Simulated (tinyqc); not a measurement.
From results back to parameters: effective work function and flat-band voltage of a metal/high-k/SiO2/Si stack with a dipole layer. Three cases, with inputs chosen for the exercise.

Problem. Three stacks with (t1, t2) = (8, 20), (30, 20) and (8, 60) angstrom have the flat-band voltages below. VFB = W0 - (chi + dEF) - 4 pi e2 [Q1 EOT + Q2 x2]/3.9 with x2 = t2 3.9/eps2, EOT = t1 + x2, e2 = e^2/4 pi eps0, 1 cm^-2 = 1e-16 angstrom^-2; W0 is the work function with the dipole step.

Constants: e^2/(4 pi eps0) = 14.39964547 eV angstrom.

Find: Q1; Q2; W0.

Method. The first two stacks differ in t1 alone and give Q1; the first and third give Q1 + Q2; W0 follows from any of them.

Case 1.

Values chosen (out of a larger set: a stack on Si capped with an yttrium-like oxide; not measured data): chi = 4.05 eV (electron affinity of the channel); dEF = 0.992 eV (Ec - EF in the channel); eps = (3.9, 22.4) (their dielectric constants).

VFB (V): -0.6921295  -0.7145860  -0.7034389

Solution.

Q1 = 2.2e+11 e/cm^2
Q2 = 1.3e+11 e/cm^2
W0 = 4.364 eV

Case 2.

Values chosen (out of a larger set: a stack on Si capped with an aluminium-like oxide; not measured data): chi = 4.038 eV (electron affinity of the channel); dEF = 0.37 eV (Ec - EF in the channel); eps = (3.9, 22.3) (their dielectric constants).

VFB (V): 0.0191251  0.0323948  -0.0285876

Solution.

Q1 = -1.3e+11 e/cm^2
Q2 = 1.6e+12 e/cm^2
W0 = 4.446 eV

Case 3.

Values chosen (out of a larger set: a stack on Si capped with an aluminium-like oxide; not measured data): chi = 4.051 eV (electron affinity of the channel); dEF = 0.578 eV (Ec - EF in the channel); eps = (3.9, 25) (their dielectric constants).

VFB (V): 0.4748620  0.4554677  0.4375136

Solution.

Q1 = 1.9e+11 e/cm^2
Q2 = 1.1e+12 e/cm^2
W0 = 5.130 eV

Computed by tinyqc, one run a case: `OMP_NUM_THREADS=1 python tinyqc.py N N+1 out.jsonl` with N = 1850429, 1850447, 1850464; one thread of a shared Intel(R) Xeon(R) Processor @ 2.30GHz, about 0.01 s a run at most.
